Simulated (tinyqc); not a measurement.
Raman line shape of confined optical phonons and breathing modes of small crystals. Inputs raised by 5 %, one at a time. Computed by tinyqc, a small Python program. Command: `OMP_NUM_THREADS=1 python tinyqc.py 3029333 3029334 out.jsonl confine sens`. One thread of a shared host (Intel(R) Xeon(R) Processor @ 2.30GHz), about 0.05 s of CPU time with the checks.

Confinement in 3 direction(s) lets phonons with q away from zero scatter light. q is in units of 2 pi/a, from 0 to 1, and the branch is isotropic: omega(q)^2 = (omega_0^2 + omega_X^2)/2 + ((omega_0^2 - omega_X^2)/2) cos(pi q). The model and its constant beta are phenomenological; beta = 8 is the common choice.

Inputs (values chosen for the exercise, modelled on silicon):
```
quantity                                value      unit
bulk frequency omega_0                  520.7      1/cm
frequency at the zone boundary omega_X    410      1/cm
natural width Gamma_0                     3.6      1/cm
lattice constant a                      5.431  angstrom
size L                                      6        nm
confinement constant beta                   3         -
longitudinal velocity                    8980       m/s
transverse velocity                      5350       m/s
```

Shape: sphere.

Constants: c = 299792458 m/s.

Method:
- Weight W(q) = q^2 exp(-(2 L q/a)^2/(2 beta)) dq, that is exp(-k^2 L^2/(2 beta pi^2)) for k = 2 pi q/a.
- I(omega) = int W(q) / [(omega - omega(q))^2 + (Gamma_0/2)^2] dq / int W dq x (Gamma_0/2)^2, by 400 Gauss-Legendre points on 0 < q < min(1, 2.5 a sqrt(2 beta)/L).
- The peak is the maximum of I; the width is taken between the half-maximum points, and the asymmetry is the low-side half-width over the high-side one.
- Lamb: with s = omega R/v_L, R = L/2, the lowest radial mode solves tan(s)/s = 1/(1 - s^2 v_L^2/(4 v_T^2)), s between pi/2 and pi; wavenumber = s v_L/(2 pi c R).

Runs:
```
input moved                   from      to  peak shift (1/cm)  full width (1/cm)  asymmetry  breathing wavenumber (1/cm)
base run                         -       -            -2.5491             8.2114     1.7430                       39.907
natural width Gamma_0 (1/cm)   3.6    3.78            -2.5823             8.3613     1.7153                       39.907
size L (nm)                      6     6.3            -2.3724             7.7309     1.6894                       38.007
confinement constant beta        3    3.15            -2.6427             8.4702     1.7702                       39.907
longitudinal velocity (m/s)   8980    9429            -2.5491             8.2114     1.7430                       43.215
transverse velocity (m/s)     5350  5617.5            -2.5491             8.2114     1.7430                       38.417
```

Exponents ln(y'/y) / ln(x'/x):
```
input                      peak shift  full width  asymmetry  breathing wavenumber
natural width Gamma_0           0.265       0.371     -0.328                 0.000
size L                         -1.472      -1.236     -0.640                -1.000
confinement constant beta       0.739       0.636      0.317                 0.000
longitudinal velocity           0.000       0.000      0.000                 1.632
transverse velocity             0.000       0.000      0.000                -0.780
```

To which inputs is each result most sensitive?

Among the inputs moved here: peak shift answers most in size to size L (exponent -1.472), next to confinement constant beta (+0.739); its exponent is below 0.0005 for longitudinal velocity, transverse velocity. Full width answers most in size to size L (exponent -1.236), next to confinement constant beta (+0.636); its exponent is below 0.0005 for longitudinal velocity, transverse velocity. Asymmetry answers most in size to size L (exponent -0.640), next to natural width Gamma_0 (-0.328); its exponent is below 0.0005 for longitudinal velocity, transverse velocity. Breathing wavenumber answers most in size to longitudinal velocity (exponent +1.632), next to size L (-1.000); its exponent is below 0.0005 for natural width Gamma_0, confinement constant beta. Its exponent -1.000 in size L: an acoustic standing wave.

Extremes, crossings and ranges named in words are read from the listed rows.
